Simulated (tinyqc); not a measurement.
Bloch-Grueneisen resistivity of a metal. Changing the temperature T. Computed by tinyqc, a small Python program. Command: `OMP_NUM_THREADS=1 python tinyqc.py 3027074 3027075 out.jsonl bg sweep`. One thread of a shared host (Intel(R) Xeon(R) Processor @ 2.30GHz), about 0.01 s of CPU time with the checks.

Electrons scatter from a Debye spectrum of phonons (n = 5 for scattering within one band, n = 3 for scattering into a second, heavy band) and from static defects.

Inputs (values chosen for the exercise, modelled on silver):
```
quantity                      value         unit
exponent n                        5            -
Debye temperature Theta         215            K
transport coupling lambda_tr    0.1            -
Drude plasma energy hbar w_p    8.8           eV
residual resistivity rho_0    0.031  microohm cm
```

Addition: none.

Constants: k_B = 1.380649e-23 J/K; hbar = 1.054571817e-34 J s; eps_0 = 8.8541878128e-12 F/m; hbar = 6.582119569e-16 eV s; k_B = 8.617333262e-05 eV/K.

Method:
- rho_ph = (n - 1) rho_1 (T/Theta)^n J_n(Theta/T), with rho_1 = 2 pi lambda_tr k_B Theta/(hbar eps_0 w_p^2), the high-temperature line at T = Theta.
- J_n(y) = int_0^y x^n e^x/(e^x - 1)^2 dx, by 96 Gauss-Legendre points (upper limit at most 60).
- Matthiessen's rule: rho = rho_0 + rho_ph.
- Temperature coefficient (1/rho) d rho/dT by a central difference of +/- 0.5 K; residual ratio rho(295 K)/rho(4.2 K); scattering time tau = 1/(eps_0 w_p^2 rho); Wiedemann-Franz kappa = L_0 T/rho, L_0 = (pi^2/3)(k_B/e)^2.

One run for each value; columns: (1) temperature T (K); (2) resistivity rho (microohm cm); (3) phonon resistivity rho_ph (microohm cm); (4) temperature coefficient (1e-3/K); (5) Wiedemann-Franz conductivity (W/(m K)):
```
(1)    (2)        (3)    (4)   (5)
10   0.031  1.211e-04   1.95   785
27   0.045  1.411e-02  47.75  1462
45   0.113  8.173e-02  44.52   975
74   0.280  2.491e-01  21.71   645
120  0.556  5.246e-01  10.51   528
200  1.007  9.756e-01   5.45   485
330  1.706  1.675e+00   3.11   472
550  2.866  2.835e+00   1.83   469
900  4.694  4.663e+00   1.11   468
```

Give the missing row, temperature T (K) = 16.

Computed row; columns: (1) temperature T (K); (2) resistivity rho (microohm cm); (3) phonon resistivity rho_ph (microohm cm); (4) temperature coefficient (1e-3/K); (5) Wiedemann-Franz conductivity (W/(m K)):
```
(1)    (2)        (3)    (4)   (5)
16   0.032  1.260e-03  12.05  1212
```

Interpolating between the two neighbouring rows (the first column on a logarithmic scale, the others too where they are positive) misses most in temperature coefficient (1e-3/K), by 26 %. Over the rows, resistivity rho (microohm cm) rises from 0.0311 to 4.69 (exponent d ln y / d ln x 0.076 between the first rows and 1.0 between the last); phonon resistivity rho_ph (microohm cm) rises from 1.21e-4 to 4.66 (exponent d ln y / d ln x 5.0 between the first rows and 1.0 between the last); temperature coefficient (1e-3/K) goes from 1.95 through a maximum among these rows, 47.7 at 27.0, to 1.11. At the high end the exponent of phonon resistivity rho_ph is 1.01, close to 1: the linear law of classical vibrations.

Caution (rows 45.0, 74.0, 120): below about Theta/2 small-angle phonon scattering degrades heat flow more than charge flow, so a thermal conductivity taken from rho by the Wiedemann-Franz law would be too high.

Extremes, crossings and ranges named in words are read from the listed rows.
